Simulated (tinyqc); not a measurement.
Worked calculation (part 1 of 2): RKS/BP86 in the sto-3g basis, for H6, spin multiplicity 1. Computed by tinyqc, a small Python program that keeps every step (integrals from PySCF). Settings: charge = 0, multiplicity = 1, basis = sto-3g, energy threshold = 1e-08, iteration cap = 61, orthogonalisation = canonical, start = core, DIIS depth = 0, method = RKS, functional = b88,p86, grid = [40, 26]. Command: `OMP_NUM_THREADS=1 python tinyqc.py 30155 30156 out.jsonl` (the two numbers bound the seeds that draw the settings). One thread of a shared host (Intel(R) Xeon(R) Processor @ 2.60GHz), about 1 s of CPU time with the checks. Later iterations appear only in the table of the cycle.

## One-electron integrals

Geometry (angstrom):
```
atom         x         y         z
H     0.000000  0.000000  0.000000
H     0.000000  0.000000  0.881000
H     0.000000  0.000000  1.918000
H     0.000000  0.000000  2.799000
H     0.000000  0.000000  3.835000
H     0.000000  0.000000  4.717000
```

Basis sto-3g: exponents (1/bohr^2) and contraction coefficients of normalised primitives:
```
element  l (shell)  exponent  coefficient
H            s (1)  3.425251     0.154329
H            s (1)  0.623914     0.535328
H            s (1)  0.168855     0.444635
```

Overlap, kinetic and nuclear-attraction integrals over the contracted functions; the nuclear repulsion is the sum of Za Zb / Rab.

nuclear repulsion = 4.87149520 hartree

overlap S, order 1H 1s, 2H 1s, 3H 1s, 4H 1s, 5H 1s, 6H 1s:
$$\begin{pmatrix}
1.000000 & 0.569084 & 0.136187 & 0.027660 & 0.002682 & 0.000251 \\
0.569084 & 1.000000 & 0.474953 & 0.136187 & 0.020116 & 0.002675 \\
0.136187 & 0.474953 & 1.000000 & 0.569084 & 0.136406 & 0.027660 \\
0.027660 & 0.136187 & 0.569084 & 1.000000 & 0.475528 & 0.136187 \\
0.002682 & 0.020116 & 0.136406 & 0.475528 & 1.000000 & 0.568455 \\
0.000251 & 0.002675 & 0.027660 & 0.136187 & 0.568455 & 1.000000
\end{pmatrix}$$

kinetic energy T (hartree), order 1H 1s, 2H 1s, 3H 1s, 4H 1s, 5H 1s, 6H 1s:
$$\begin{pmatrix}
0.760032 & 0.161524 & -0.008898 & -0.008376 & -0.001659 & -0.000235 \\
0.161524 & 0.760032 & 0.098155 & -0.008898 & -0.007029 & -0.001655 \\
-0.008898 & 0.098155 & 0.760032 & 0.161524 & -0.008880 & -0.008376 \\
-0.008376 & -0.008898 & 0.161524 & 0.760032 & 0.098495 & -0.008898 \\
-0.001659 & -0.007029 & -0.008880 & 0.098495 & 0.760032 & 0.161051 \\
-0.000235 & -0.001655 & -0.008376 & -0.008898 & 0.161051 & 0.760032
\end{pmatrix}$$

nuclear attraction V (hartree), order 1H 1s, 2H 1s, 3H 1s, 4H 1s, 5H 1s, 6H 1s:
$$\begin{pmatrix}
-2.512799 & -1.457650 & -0.338779 & -0.067821 & -0.006433 & -0.000596 \\
-1.457650 & -2.887395 & -1.292300 & -0.357081 & -0.050082 & -0.006417 \\
-0.338779 & -1.292300 & -3.035249 & -1.632879 & -0.357707 & -0.067822 \\
-0.067821 & -0.357081 & -1.632879 & -3.035532 & -1.294181 & -0.338773 \\
-0.006433 & -0.050082 & -0.357707 & -1.294181 & -2.887467 & -1.455678 \\
-0.000596 & -0.006417 & -0.067822 & -0.338773 & -1.455678 & -2.512230
\end{pmatrix}$$

core Hamiltonian H = T + V (hartree), order 1H 1s, 2H 1s, 3H 1s, 4H 1s, 5H 1s, 6H 1s:
$$\begin{pmatrix}
-1.752767 & -1.296125 & -0.347677 & -0.076197 & -0.008091 & -0.000831 \\
-1.296125 & -2.127363 & -1.194145 & -0.365980 & -0.057111 & -0.008072 \\
-0.347677 & -1.194145 & -2.275218 & -1.471355 & -0.366588 & -0.076198 \\
-0.076197 & -0.365980 & -1.471355 & -2.275501 & -1.195686 & -0.347672 \\
-0.008091 & -0.057111 & -0.366588 & -1.195686 & -2.127435 & -1.294627 \\
-0.000831 & -0.008072 & -0.076198 & -0.347672 & -1.294627 & -1.752198
\end{pmatrix}$$

## Two-electron integrals

Functions are numbered as in S; the eight-fold symmetry (ij|kl) = (ji|kl) = (kl|ij) leaves the list below.

Two-electron integrals (ij|kl) in chemists' order, unique and non-zero (hartree):
```
(11|11) 0.774606   (21|11) 0.367670   (21|21) 0.213722   (22|11) 0.518456
(22|21) 0.367670   (22|22) 0.774606   (31|11) 0.065180   (31|21) 0.041779
(31|22) 0.081495   (31|31) 0.009695   (32|11) 0.176362   (32|21) 0.129497
(32|22) 0.292545   (32|31) 0.035046   (32|32) 0.143128   (33|11) 0.274639
(33|21) 0.201044   (33|22) 0.466156   (33|31) 0.065180   (33|32) 0.292545
(33|33) 0.774606   (41|11) 0.010482   (41|21) 0.007059   (41|22) 0.014474
(41|31) 0.001796   (41|32) 0.006908   (41|33) 0.014474   (41|41) 0.000358
(42|11) 0.040438   (42|21) 0.029177   (42|22) 0.065180   (42|31) 0.008379
(42|32) 0.035046   (42|33) 0.081495   (42|41) 0.001796   (42|42) 0.009695
(43|11) 0.128408   (43|21) 0.090380   (43|22) 0.201044   (43|31) 0.029177
(43|32) 0.129497   (43|33) 0.367670   (43|41) 0.007059   (43|42) 0.041779
(43|43) 0.213722   (44|11) 0.189034   (44|21) 0.128408   (44|22) 0.274639
(44|31) 0.040438   (44|32) 0.176362   (44|33) 0.518456   (44|41) 0.010482
(44|42) 0.065180   (44|43) 0.367670   (44|44) 0.774606   (51|11) 0.000760
(51|21) 0.000532   (51|22) 0.001150   (51|31) 0.000151   (51|32) 0.000621
(51|33) 0.001451   (51|41) 0.000033   (51|42) 0.000176   (51|43) 0.000763
(51|44) 0.001221   (51|51) 3.24e-06   (52|11) 0.004701   (52|21) 0.003312
(52|22) 0.007302   (52|31) 0.000994   (52|32) 0.004224   (52|33) 0.010593
(52|41) 0.000227   (52|42) 0.001282   (52|43) 0.006040   (52|44) 0.010591
(52|51) 0.000024   (52|52) 0.000187   (53|11) 0.025601   (53|21) 0.017429
(53|22) 0.037362   (53|31) 0.005419   (53|32) 0.023388   (53|33) 0.065302
(53|41) 0.001333   (53|42) 0.007966   (53|43) 0.041855   (53|44) 0.081638
(53|51) 0.000151   (53|52) 0.001284   (53|53) 0.009728   (54|11) 0.076227
(54|21) 0.050332   (54|22) 0.104122   (54|31) 0.015081   (54|32) 0.063422
(54|33) 0.176626   (54|41) 0.003814   (54|42) 0.023379   (54|43) 0.129693
(54|44) 0.292989   (54|51) 0.000459   (54|52) 0.004228   (54|53) 0.035151
(54|54) 0.143510   (55|11) 0.137986   (55|21) 0.089010   (55|22) 0.179127
(55|31) 0.025565   (55|32) 0.104019   (55|33) 0.274778   (55|41) 0.006246
(55|42) 0.037313   (55|43) 0.201164   (55|44) 0.466473   (55|51) 0.000760
(55|52) 0.007302   (55|53) 0.065302   (55|54) 0.292989   (55|55) 0.774606
(61|11) 0.000057   (61|21) 0.000040   (61|22) 0.000086   (61|31) 0.000012
(61|32) 0.000051   (61|33) 0.000130   (61|41) 2.77e-06   (61|42) 0.000016
(61|43) 0.000075   (61|44) 0.000130   (61|51) 2.95e-07   (61|52) 2.31e-06
(61|53) 0.000016   (61|54) 0.000051   (61|55) 0.000086   (61|61) 2.86e-08
(62|11) 0.000517   (62|21) 0.000353   (62|22) 0.000758   (62|31) 0.000108
(62|32) 0.000458   (62|33) 0.001218   (62|41) 0.000026   (62|42) 0.000151
(62|43) 0.000762   (62|44) 0.001448   (62|51) 2.88e-06   (62|52) 0.000024
(62|53) 0.000176   (62|54) 0.000621   (62|55) 0.001148   (62|61) 2.94e-07
(62|62) 3.23e-06   (63|11) 0.004508   (63|21) 0.002995   (63|22) 0.006244
(63|31) 0.000903   (63|32) 0.003808   (63|33) 0.010482   (63|41) 0.000223
(63|42) 0.001330   (63|43) 0.007059   (63|44) 0.014474   (63|51) 0.000026
(63|52) 0.000227   (63|53) 0.001799   (63|54) 0.006916   (63|55) 0.014477
(63|61) 2.77e-06   (63|62) 0.000033   (63|63) 0.000358   (64|11) 0.019404
(64|21) 0.012598   (64|22) 0.025556   (64|31) 0.003664   (64|32) 0.015059
(64|33) 0.040438   (64|41) 0.000903   (64|42) 0.005409   (64|43) 0.029177
(64|44) 0.065180   (64|51) 0.000108   (64|52) 0.000993   (64|53) 0.008392
(64|54) 0.035088   (64|55) 0.081498   (64|61) 0.000012   (64|62) 0.000151
(64|63) 0.001796   (64|64) 0.009695   (65|11) 0.070497   (65|21) 0.044867
(65|22) 0.088899   (65|31) 0.012586   (65|32) 0.050217   (65|33) 0.128296
(65|41) 0.002992   (65|42) 0.017382   (65|43) 0.090305   (65|44) 0.200885
(65|51) 0.000354   (65|52) 0.003308   (65|53) 0.029191   (65|54) 0.129510
(65|55) 0.367153   (65|61) 0.000039   (65|62) 0.000530   (65|63) 0.007052
(65|64) 0.041735   (65|65) 0.213197   (66|11) 0.112185   (66|21) 0.070566
(66|22) 0.137950   (66|31) 0.019404   (66|32) 0.076124   (66|33) 0.189034
(66|41) 0.004508   (66|42) 0.025556   (66|43) 0.128408   (66|44) 0.274639
(66|51) 0.000519   (66|52) 0.004699   (66|53) 0.040491   (66|54) 0.176519
(66|55) 0.518104   (66|61) 0.000057   (66|62) 0.000758   (66|63) 0.010482
(66|64) 0.065180   (66|65) 0.367153   (66|66) 0.774606
```

## Orthogonalisation

S = U s U^T; canonical form X = U s^(-1/2), so that X^T S X = 1. Each column of U has its largest component positive (the first on a tie).

eigenvalues of S: [0.221065, 0.339923, 0.549853, 1.094361, 1.639632, 2.155166]

X, order 1H 1s, 2H 1s, 3H 1s, 4H 1s, 5H 1s, 6H 1s:
$$\begin{pmatrix}
-0.464162 & -0.705588 & -0.648482 & 0.482872 & 0.367199 & 0.187372 \\
0.857454 & 0.918685 & 0.406154 & 0.201915 & 0.387765 & 0.279796 \\
-1.144833 & -0.361909 & 0.568292 & -0.427334 & 0.141398 & 0.344338 \\
1.145471 & -0.363837 & -0.567105 & -0.426916 & -0.141880 & 0.344411 \\
-0.857548 & 0.917539 & -0.407947 & 0.202219 & -0.387459 & 0.279905 \\
0.463412 & -0.703403 & 0.649763 & 0.483813 & -0.366672 & 0.187279
\end{pmatrix}$$

## Starting guess

The start is the orbitals of the core Hamiltonian; D = 2 C_occ C_occ^T.

D at the start, order 1H 1s, 2H 1s, 3H 1s, 4H 1s, 5H 1s, 6H 1s:
$$\begin{pmatrix}
0.133688 & 0.381140 & -0.112113 & -0.236938 & 0.199041 & 0.101899 \\
0.381140 & 1.283848 & 0.080144 & -0.642043 & 0.232781 & 0.198507 \\
-0.112113 & 0.080144 & 1.000942 & 0.501975 & -0.643894 & -0.237168 \\
-0.236938 & -0.642043 & 0.501975 & 0.999481 & 0.081309 & -0.111456 \\
0.199041 & 0.232781 & -0.643894 & 0.081309 & 1.284072 & 0.380318 \\
0.101899 & 0.198507 & -0.237168 & -0.111456 & 0.380318 & 0.133103
\end{pmatrix}$$

## Iteration 1: exchange-correlation on the grid

Becke grid with 40 radial and 26 angular points per atom, points of zero weight dropped. rho = sum D_ij phi_i phi_j; V_xc,ij = sum w v_xc phi_i phi_j plus the gradient terms; v_xc is d(rho eps)/d rho at fixed gradient.

The 8 grid points with the largest w rho, of 6111 (bohr, atomic units):
```
x                  y         z         w       rho  |grad rho|^2     eps_xc       v_xc
1.158819    0.000000  1.664849  0.130077  0.054570      0.014852  -0.349545  -0.407994
-1.158819   0.000000  1.664849  0.130077  0.054570      0.014852  -0.349545  -0.407994
0.000000   -1.158819  1.664849  0.130077  0.054570      0.014852  -0.349545  -0.407994
0.000000    1.158819  1.664849  0.130077  0.054570      0.014852  -0.349545  -0.407994
0.000000    1.158819  7.247100  0.130080  0.054561      0.014846  -0.349527  -0.407972
-1.158819   0.000000  7.247100  0.130080  0.054561      0.014846  -0.349527  -0.407972
0.000000   -1.158819  7.247100  0.130080  0.054561      0.014846  -0.349527  -0.407972
1.158819    0.000000  7.247100  0.130080  0.054561      0.014846  -0.349527  -0.407972
```

electrons on the grid, sum of w rho = 5.992293

E_xc = sum of w rho eps_xc = -2.29556508 hartree

V_xc (hartree), order 1H 1s, 2H 1s, 3H 1s, 4H 1s, 5H 1s, 6H 1s:
$$\begin{pmatrix}
-0.366941 & -0.240332 & -0.054726 & -0.010696 & -0.000978 & -0.000089 \\
-0.240332 & -0.508280 & -0.216654 & -0.057706 & -0.007793 & -0.000976 \\
-0.054726 & -0.216654 & -0.505121 & -0.270806 & -0.057809 & -0.010696 \\
-0.010696 & -0.057706 & -0.270806 & -0.505111 & -0.216972 & -0.054717 \\
-0.000978 & -0.007793 & -0.057809 & -0.216972 & -0.508267 & -0.239924 \\
-0.000089 & -0.000976 & -0.010696 & -0.054717 & -0.239924 & -0.366544
\end{pmatrix}$$

## Iteration 1: building the Kohn-Sham matrix

J_ij = sum D_kl (ij|kl); F = H + J + V_xc; E = tr D H + tr D J / 2 + E_xc + E_nn.

Coulomb J (hartree), order 1H 1s, 2H 1s, 3H 1s, 4H 1s, 5H 1s, 6H 1s:
$$\begin{pmatrix}
1.820363 & 1.216221 & 0.311752 & 0.065268 & 0.006419 & 0.000601 \\
1.216221 & 2.505376 & 1.223115 & 0.347400 & 0.049808 & 0.006403 \\
0.311752 & 1.223115 & 2.784101 & 1.556316 & 0.347969 & 0.065257 \\
0.065268 & 0.347400 & 1.556316 & 2.784035 & 1.224625 & 0.311664 \\
0.006419 & 0.049808 & 0.347969 & 1.224625 & 2.505135 & 1.214311 \\
0.000601 & 0.006403 & 0.065257 & 0.311664 & 1.214311 & 1.818840
\end{pmatrix}$$

Kohn-Sham matrix F (hartree), order 1H 1s, 2H 1s, 3H 1s, 4H 1s, 5H 1s, 6H 1s:
$$\begin{pmatrix}
-0.299345 & -0.320237 & -0.090651 & -0.021626 & -0.002650 & -0.000319 \\
-0.320237 & -0.130267 & -0.187684 & -0.076286 & -0.015096 & -0.002645 \\
-0.090651 & -0.187684 & 0.003763 & -0.185845 & -0.076428 & -0.021636 \\
-0.021626 & -0.076286 & -0.185845 & 0.003424 & -0.188033 & -0.090725 \\
-0.002650 & -0.015096 & -0.076428 & -0.188033 & -0.130568 & -0.320239 \\
-0.000319 & -0.002645 & -0.021636 & -0.090725 & -0.320239 & -0.299903
\end{pmatrix}$$

total energy of this density = -2.99078012 hartree

## Iteration 1: diagonalisation and new density

Diagonalise F' = X^T F X, C = X C', fill 3 alpha and 3 beta electrons from the bottom; D = 2 C_occ C_occ^T. Each column has its largest component positive (the first on a tie).

F' = X^T F X (hartree):
$$\begin{pmatrix}
0.994974 & -0.000016 & -0.104469 & 0.000075 & 0.017095 & -0.000004 \\
-0.000016 & 0.481584 & 0.000075 & 0.116916 & 0.000211 & 0.022550 \\
-0.104469 & 0.000075 & 0.166049 & -0.000463 & 0.123600 & 0.000028 \\
0.000075 & 0.116916 & -0.000463 & -0.160702 & 0.000225 & -0.121976 \\
0.017095 & 0.000211 & 0.123600 & 0.000225 & -0.327174 & 0.000093 \\
-0.000004 & 0.022550 & 0.000028 & -0.121976 & 0.000093 & -0.285613
\end{pmatrix}$$

orbital energies (hartree): MO1 -0.368027, MO2 -0.357649, MO3 -0.098915, MO4 0.183564, MO5 0.502205, MO6 1.007940

coefficients C, order 1H 1s, 2H 1s, 3H 1s, 4H 1s, 5H 1s, 6H 1s:
$$\begin{pmatrix}
0.475792 & 0.533967 & -0.393578 & -0.593923 & -0.610839 & -0.380353 \\
0.248337 & 0.260358 & 0.120378 & 0.585659 & 0.940325 & 0.801519 \\
0.088457 & 0.040927 & 0.488405 & 0.445725 & -0.430006 & -1.205876 \\
0.090237 & -0.036777 & 0.489265 & -0.443295 & -0.431989 & 1.206273 \\
0.259636 & -0.248773 & 0.121729 & -0.587489 & 0.938909 & -0.801398 \\
0.499458 & -0.512458 & -0.394736 & 0.594070 & -0.608623 & 0.379587
\end{pmatrix}$$

D after iteration 1, order 1H 1s, 2H 1s, 3H 1s, 4H 1s, 5H 1s, 6H 1s:
$$\begin{pmatrix}
1.332804 & 0.419602 & -0.256570 & -0.338535 & -0.114428 & 0.238724 \\
0.419602 & 0.287897 & 0.182832 & 0.143462 & 0.028722 & -0.113812 \\
-0.256570 & 0.182832 & 0.496077 & 0.490873 & 0.144476 & -0.339168 \\
-0.338535 & 0.143462 & 0.490873 & 0.497751 & 0.184271 & -0.258429 \\
-0.114428 & 0.028722 & 0.144476 & 0.184271 & 0.288234 & 0.418224 \\
0.238724 & -0.113812 & -0.339168 & -0.258429 & 0.418224 & 1.335776
\end{pmatrix}$$

## Iteration 2: exchange-correlation on the grid

As before.

The 8 grid points with the largest w rho, of 6111 (bohr, atomic units):
```
x                  y         z         w       rho  |grad rho|^2     eps_xc       v_xc
-1.158819   0.000000  8.913838  0.129789  0.055987      0.015949  -0.352410  -0.411047
1.158819    0.000000  8.913838  0.129789  0.055987      0.015949  -0.352410  -0.411047
0.000000    1.158819  8.913838  0.129789  0.055987      0.015949  -0.352410  -0.411047
0.000000   -1.158819  8.913838  0.129789  0.055987      0.015949  -0.352410  -0.411047
-1.158819   0.000000  0.000000  0.129783  0.055943      0.015920  -0.352329  -0.410947
0.000000   -1.158819  0.000000  0.129783  0.055943      0.015920  -0.352329  -0.410947
0.000000    1.158819  0.000000  0.129783  0.055943      0.015920  -0.352329  -0.410947
1.158819    0.000000  0.000000  0.129783  0.055943      0.015920  -0.352329  -0.410947
```

electrons on the grid, sum of w rho = 5.990916

E_xc = sum of w rho eps_xc = -2.18385666 hartree

V_xc (hartree), order 1H 1s, 2H 1s, 3H 1s, 4H 1s, 5H 1s, 6H 1s:
$$\begin{pmatrix}
-0.500081 & -0.253999 & -0.051904 & -0.009748 & -0.000873 & -0.000080 \\
-0.253999 & -0.432724 & -0.185829 & -0.050721 & -0.006882 & -0.000871 \\
-0.051904 & -0.185829 & -0.449126 & -0.243840 & -0.050826 & -0.009752 \\
-0.009748 & -0.050721 & -0.243840 & -0.449408 & -0.186202 & -0.051926 \\
-0.000873 & -0.006882 & -0.050826 & -0.186202 & -0.432755 & -0.253697 \\
-0.000080 & -0.000871 & -0.009752 & -0.051926 & -0.253697 & -0.500201
\end{pmatrix}$$

## Iteration 2: building the Kohn-Sham matrix

As before.

Coulomb J (hartree), order 1H 1s, 2H 1s, 3H 1s, 4H 1s, 5H 1s, 6H 1s:
$$\begin{pmatrix}
2.153159 & 1.229618 & 0.283967 & 0.056765 & 0.005394 & 0.000501 \\
1.229618 & 2.203949 & 1.021183 & 0.287773 & 0.041262 & 0.005381 \\
0.283967 & 1.021183 & 2.254390 & 1.264781 & 0.288321 & 0.056785 \\
0.056765 & 0.287773 & 1.264781 & 2.255295 & 1.022978 & 0.284102 \\
0.005394 & 0.041262 & 0.288321 & 1.022978 & 2.204933 & 1.228766 \\
0.000501 & 0.005381 & 0.056785 & 0.284102 & 1.228766 & 2.154257
\end{pmatrix}$$

Kohn-Sham matrix F (hartree), order 1H 1s, 2H 1s, 3H 1s, 4H 1s, 5H 1s, 6H 1s:
$$\begin{pmatrix}
-0.099689 & -0.320506 & -0.115614 & -0.029180 & -0.003571 & -0.000410 \\
-0.320506 & -0.356138 & -0.358792 & -0.128928 & -0.022731 & -0.003562 \\
-0.115614 & -0.358792 & -0.469953 & -0.450414 & -0.129093 & -0.029164 \\
-0.029180 & -0.128928 & -0.450414 & -0.469614 & -0.358909 & -0.115495 \\
-0.003571 & -0.022731 & -0.129093 & -0.358909 & -0.355257 & -0.319557 \\
-0.000410 & -0.003562 & -0.029164 & -0.115495 & -0.319557 & -0.098142
\end{pmatrix}$$

total energy of this density = -3.16460708 hartree

## Iteration 2: diagonalisation and new density

As before.

F' = X^T F X (hartree):
$$\begin{pmatrix}
0.639857 & -0.000230 & 0.112786 & -0.000012 & -0.034745 & 0.000001 \\
-0.000230 & 0.360458 & -0.000440 & -0.135243 & -0.000231 & -0.041488 \\
0.112786 & -0.000440 & 0.043519 & 0.000706 & -0.144302 & 0.000000 \\
-0.000012 & -0.135243 & 0.000706 & -0.251547 & -0.000450 & 0.121592 \\
-0.034745 & -0.000231 & -0.144302 & -0.000450 & -0.375829 & -0.000300 \\
0.000001 & -0.041488 & 0.000000 & 0.121592 & -0.000300 & -0.577772
\end{pmatrix}$$

orbital energies (hartree): MO1 -0.618117, MO2 -0.420687, MO3 -0.244287, MO4 0.064183, MO5 0.393543, MO6 0.664052

coefficients C, order 1H 1s, 2H 1s, 3H 1s, 4H 1s, 5H 1s, 6H 1s:
$$\begin{pmatrix}
0.027621 & 0.158659 & 0.344209 & 0.620598 & -0.804653 & -0.599929 \\
0.199037 & 0.491712 & 0.480648 & -0.097135 & 0.832232 & 0.893937 \\
0.463431 & 0.302736 & -0.373057 & -0.719028 & -0.285646 & -1.020573 \\
0.462450 & -0.305541 & -0.368750 & 0.720604 & -0.282931 & 1.022048 \\
0.197961 & -0.489766 & 0.483352 & 0.094454 & 0.829511 & -0.896299 \\
0.027237 & -0.156925 & 0.343323 & -0.621038 & -0.802950 & 0.601382
\end{pmatrix}$$

D after iteration 2, order 1H 1s, 2H 1s, 3H 1s, 4H 1s, 5H 1s, 6H 1s:
$$\begin{pmatrix}
0.288832 & 0.497912 & -0.135155 & -0.325261 & 0.188272 & 0.188060 \\
0.497912 & 1.024839 & 0.123578 & -0.470866 & 0.061800 & 0.186554 \\
-0.135155 & 0.123578 & 0.891178 & 0.518761 & -0.473692 & -0.325928 \\
-0.325261 & -0.470866 & 0.518761 & 0.886384 & 0.125909 & -0.132116 \\
0.188272 & 0.061800 & -0.473692 & 0.125909 & 1.025377 & 0.496389 \\
0.188060 & 0.186554 & -0.325928 & -0.132116 & 0.496389 & 0.286477
\end{pmatrix}$$
